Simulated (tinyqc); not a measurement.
# Minority carriers and saturation current of a heavily doped emitter: two studies

n-type, parabolic bands, full ionisation. eta = (EF - Ec)/kB T solves N = Nc F12(eta), F12(x) = (2/sqrt(pi)) int_0^infinity sqrt(u)/(1 + exp(u - x)) du. The gap shrinks rigidly by dEg = E1 [ln(N/N0) + sqrt(ln^2(N/N0) + 0.5)], an empirical law that is here taken as the true narrowing.

Parameters, values chosen for the exercise; band and dielectric values close to those of silicon: temperature T = 250 K; band gap Eg = 1.14 eV; conduction-band density of states at 250 K Nc = 2.12e19 cm^-3; valence-band density of states at 250 K Nv = 2.01e19 cm^-3; ionised donor density N = 6.1e18 cm^-3; energy of the narrowing law E1 = 9.8 meV; density of the narrowing law N0 = 1e17 cm^-3; minority-hole mobility mup = 170 cm^2/(V s); Auger coefficient Cn = 2.9e-31 cm^6/s; defect lifetime ts = 0.28 us; emitter width W = 76 nm; recombination velocity at the contact S = 8.2e6 cm/s.

Constants: q = 1.602176634e-19 C, kB = 1.380649e-23 J/K, Vt = kB T/q. Results are converted to the units shown.

Each table varies one quantity; the others keep the values above.

## Effect of the contact

ni = sqrt(Nc Nv) exp(-Eg/(2 Vt)), Eg in volts; degeneracy factor g = F12(eta) exp(-eta); nie^2 = ni^2 exp(dEg/kB T) g, p0 = nie^2/N; apparent narrowing dEg + kB T ln g. 1/tau = Cn N^2 + 1/ts, D = mup Vt, L = sqrt(D tau); J0 = (q p0 D/L)(s + tanh(W/L))/(1 + s tanh(W/L)), s = S L/D; the share recombining inside is 1 - 1/[cosh(W/L)(1 + tanh(W/L)/s)].

Result of one run:
```
S (cm/s)	J0 (fA/cm^2)	share inside (%)
6200	0.028454	1.7411
```

What becomes of these results when the recombination velocity at the contact S is changed from 6200 to 8.8e6 cm/s, all else the same?

Result of the changed run:
```
S (cm/s)	J0 (fA/cm^2)	share inside (%)
8.8e6	2.0872	0.012565
```

The whole series:
```
S (cm/s)	J0 (fA/cm^2)	share inside (%)
80	8.6388e-4	57.709
340	0.0020503	24.309
1500	0.0073278	6.7934
6200	0.028454	1.7411
26000	0.11316	0.42931
1.1e5	0.40951	0.11044
4.8e5	1.0988	0.034055
2.1e6	1.7906	0.016521
8.8e6	2.0872	0.012565
```

J0 rises from 8.64e-4 to 2.09 fA/cm^2, between the limits q p0 (D/L) tanh(W/L) = 4.99e-4 and q p0 (D/L) coth(W/L) = 2.20; W/L = 0.015, so passivating the contact can gain at most a factor of 4420.

## Effect of the doping

Same model as above.

The mobility is held fixed.

Result of one run:
```
N (cm^-3)	apparent narrowing (meV)	p0 (cm^-3)	L (nm)	J0 (fA/cm^2)	share inside (%)
2.4e18	62.191	0.033238	8358.7	2.4239	0.0046192
```

What becomes of these results when the ionised donor density N is changed from 2.4e18 to 1e18 cm^-3, all else the same?

Result of the changed run:
```
N (cm^-3)	apparent narrowing (meV)	p0 (cm^-3)	L (nm)	J0 (fA/cm^2)	share inside (%)
1e18	45.812	0.037296	9738.8	2.7198	0.0034028
```

The whole series:
```
N (cm^-3)	apparent narrowing (meV)	p0 (cm^-3)	L (nm)	J0 (fA/cm^2)	share inside (%)
4.3e17	30.026	0.041683	10051	3.0397	0.0031945
1e18	45.812	0.037296	9738.8	2.7198	0.0034028
2.4e18	62.191	0.033238	8358.7	2.4239	0.0046192
5.8e18	78.108	0.028794	5242.2	2.0999	0.011743
1.4e19	92.365	0.023121	2462.2	1.6867	0.053214
3.3e19	102.47	0.015682	1070.8	1.1457	0.28079
7.7e19	104.24	0.0072956	461.04	0.53740	1.4993
1.8e20	88.708	0.0015175	197.39	0.11672	7.7465
```

The apparent narrowing goes from 30.0 through a maximum of 104 (at N = 7.7e19 cm^-3 among the rows listed) to 88.7 meV. p0 goes as N^(-0.13) between the first two rows and N^(-1.85) between the last two (-1 without narrowing or degeneracy), and J0 falls from 3.04 to 0.117 fA/cm^2.

Range of the model: Band tails, non-parabolic bands and incomplete ionisation are left out.

Numbers from tinyqc (`OMP_NUM_THREADS=1 python tinyqc.py 2330024 2330025 out.jsonl`; about 0.01 s on one thread of a shared Intel Xeon 2.30GHz).
